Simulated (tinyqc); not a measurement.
Worked calculation: inter-valley coupling by envelope functions against a chain of atomic planes. Values are carried at full precision from step to step, so a last printed digit may differ when a step is redone from the rounded ones.

Chain: E(phi) = e0 + 2 v cos(phi) + 2 u cos(2 phi), cos(phi0) = -v/(4u), e0 = 2u + v^2/(4u); plane j = 0, 1, ... has the potential V_j = dE x_j + F (j - 30) a/4 (1 MV/m = 1e-4 V/angstrom). There are 30 barrier planes a side; with y = j - 29.5, x_j = xb (f(y) + f(Nw - y)), f(y) = 1/(1 + exp(y/L)), plus any Ge added in the well. The valley splitting is the spacing of the two lowest levels. Envelope theory: F_j solves a one-valley chain with hopping -b and diagonal 2b + V_j, b = 4u sin^2(phi0), sum F_j^2 = 1; the valleys couple by Dv = sum_j F_j^2 V_j exp(-2 i phi0 j) and split by 2|Dv|.

Constants: hbar^2/2m0 = 3.80998211 eV angstrom^2.

Values chosen for the exercise (near those of the Delta valleys of silicon in a SiGe well; shifted at random, so the results belong to these values and not to a real crystal):
- a = 5.431 angstrom (lattice constant; planes lie a/4 apart)
- u = 0.63 eV (second-neighbour hopping)
- v = 0.602 eV (nearest hopping)
- Nw = 43 (planes in the well)
- L = 1.25 planes (interface width)
- xb = 0.27 (Ge fraction of the barriers)
- dE = 0.52 eV (offset per unit Ge fraction)
- F = 2 MV/m (field)
- js = 42 (plane j of a Ge spike (the well starts at j = 30))
- xs = 0.04 (Ge fraction added on that plane)

## Valley phase, mass and the wavelengths that couple the valleys

phi0; b = 4u sin^2(phi0); mass m/m0 = c/(b (a/4)^2), c = hbar^2/2m0. A potential couples the valleys if its phase advances by 2 phi0 a plane, or, since only whole planes count, by 2 pi - 2 phi0: periods pi/phi0 and pi/(pi - phi0) planes.

phi0 = 1.81202 rad
b = 2.37619 eV
mass = 0.8698 m0

periods (planes): pi/phi0 1.7338, pi/(pi - phi0) 2.3629

longer period = 3.2082 angstrom

## The smooth well

Lowest doublet of the chain and the envelope result.

level (meV): chain 15.074, envelope 15.099

splitting (micro-eV): chain 0.370, envelope 0.356

planes covered, 1/sum F^4 = 33.13
largest F_j^2 = 0.04067

The levels agree within 0.03 meV. A graded interface has little Fourier weight at 2 phi0, so the splitting is a small remainder of cancelling terms; the envelope value is 0.96 times that of the chain.

## One plane of added Ge, to first order

F_j^2 of the smooth well on that plane = 0.03359

F_j is the envelope on plane j (sum F_j^2 = 1) and Dv the coupling of the two valleys, which split by 2|Dv|. A single plane has Fourier weight at all wavelengths: it adds dE xs F_j^2 to |Dv|, so the splitting is about 2 dE xs F_j^2 if this term rules, and the mean of the doublet rises by dE xs F_j^2.

splitting = 1397 micro-eV
rise of the mean level = 0.699 meV

The chain with the spike gives 1306 micro-eV and a rise of 0.653 meV; the envelope solved with the spike gives 1303. First order is +7 % off: the state draws back from the spike, which the envelope solved anew includes.

## Checks

- Splitting with a weak spike (0.02) on plane j = 44 from the envelope against the chain (micro-eV): 752 against 754.

(tinyqc, `OMP_NUM_THREADS=1 python tinyqc.py 1480517 1480518 out.jsonl`, Intel(R) Xeon(R) Processor @ 2.30GHz, 1 thread, shared host, about 0.06 s.)
